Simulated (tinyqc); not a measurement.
Complex band structure along [001] in sp3s* tight binding, step by step. Values are carried at full precision from step to step, so a last printed digit may differ when a step is redone from the rounded ones.

For k = (0, 0, kz) the phase sums are g0 = cos(phi) and g3 = i sin(phi), phi = kz a/4, and the s, pz, s* orbitals of anion (a) and cation (c) decouple from px, py. With z = exp(i phi), H(z) = H0 + z T + T^T/z for any complex z. H0 is diagonal (Esa, Epa, Exa, Esc, Epc, Exc). The anion-cation block is B(z) = z U + W/z and the cation-anion block z W^T + U^T/z, where U has Vss/2 (s,s), Vsapc/2 (s,z), -Vscpa/2 (z,s), Vxx/2 (z,z), Vxapc/2 (s*,z), -Vpaxc/2 (z,s*), and W has the same values with the s-z and s*-z signs reversed. |z| = 1 is a band state, |z| < 1 decays along [001] as exp(-kappa d) over a distance d, kappa = -(4/a) ln|z|. No spin-orbit coupling.

Inputs chosen for the exercise (out of a larger set: near a published set for Si, fitted to gaps, whose masses and valley positions are rough (light masses up to twice too heavy); not measured data): p = (-4.205, 1.696, -4.205, 1.696, 6.739, 6.739, -8.208, 1.719, 4.523, 5.773, 5.773, 5.412, 5.412) eV (order Esa, Epa, Esc, Epc, Exa, Exc, Vss, Vxx, Vxy, Vsapc, Vscpa, Vxapc, Vpaxc); dE = 0.63 eV (E - Ev); a = 5.429 angstrom (lattice constant).

## The layer matrices

Parameters in the order Esa, Epa, Esc, Epc, Exa, Exc, Vss, Vxx, Vxy, Vsapc, Vscpa, Vxapc, Vpaxc. Form H0 and T.

diagonal of H0 (eV): sa -4.2050, za 1.6960, s*a 6.7390, sc -4.2050, zc 1.6960, s*c 6.7390

T (eV), rows sa, za, s*a, sc, zc, s*c and columns alike:
```
[[0.0000, 0.0000, 0.0000, -4.1040, 2.8865, 0.0000],
 [0.0000, 0.0000, 0.0000, -2.8865, 0.8595, -2.7060],
 [0.0000, 0.0000, 0.0000, 0.0000, 2.7060, 0.0000],
 [-4.1040, 2.8865, 0.0000, 0.0000, 0.0000, 0.0000],
 [-2.8865, 0.8595, -2.7060, 0.0000, 0.0000, 0.0000],
 [0.0000, 2.7060, 0.0000, 0.0000, 0.0000, 0.0000]]
```

## Edges at Gamma

At z = 1 the levels follow from the blocks [[Esa, Vss], [Vss, Esc]] and [[Epa, Vxx], [Vxx, Epc]]: Ev is the lower p root, and the direct gap ends at the lower of the upper roots.

Ev = -0.0230 eV
EG (direct gap) = 3.4380 eV

## Complex wave vectors at one energy in the gap

Solve det(H0 - E + z T + T^T/z) = 0 with E = Ev + dE, as the linear problem [[0, 1], [-T^T, E - H0]] x = z [[1, 0], [0, T]] x. Roots come as z, -z, 1/z and conjugates; list those with 0 < |z| < 1 and Re z, Im z >= 0, by falling |z|. Re kz = arg(z)/(pi/2) in units of 2 pi/a, kappa = -(4/a) ln|z|.

Decaying roots:
```
Re z      Im z     |z|  Re kz (2 pi/a)  kappa (1/angstrom)
0.8052  0.0000  0.8052          0.0000              0.1596
0.2703  0.5816  0.6413          0.7230              0.3273
```

The slowest root has kappa = 0.1596 1/angstrom at Re kz = 0.000: a purely imaginary k at Gamma. The probability falls by exp(-2 kappa d), a factor 24.4 over 1 nm.

## The px, py block

For px and py the determinant gives (E - Epa)(E - Epc) = Vxx^2 cos^2(phi) + Vxy^2 sin^2(phi). With phi = i kappa a/4 this is sinh^2(kappa a/4) = ((E - Epa)(E - Epc) - Vxx^2)/(Vxx^2 - Vxy^2), E = Ev + dE. Parameters in the order Esa, Epa, Esc, Epc, Exa, Exc, Vss, Vxx, Vxy, Vsapc, Vscpa, Vxapc, Vpaxc.

sinh^2(kappa a/4) = 0.10107
kappa of the heavy-hole branch = 0.2305 1/angstrom

This branch decays faster than the slowest root of the s-pz block (0.1596), by a factor 1.44 in kappa.

## Checks

- Largest distance of a level of the 6 x 6 block at kz = 0.37 (2 pi/a) from a level of the full matrix, against zero (eV): both 0.000000.

Run: tinyqc, `OMP_NUM_THREADS=1 python tinyqc.py 1481670 1481671 out.jsonl`; Intel(R) Xeon(R) Processor @ 2.30GHz, one thread, shared host; about 0.01 s of CPU time with all checks.
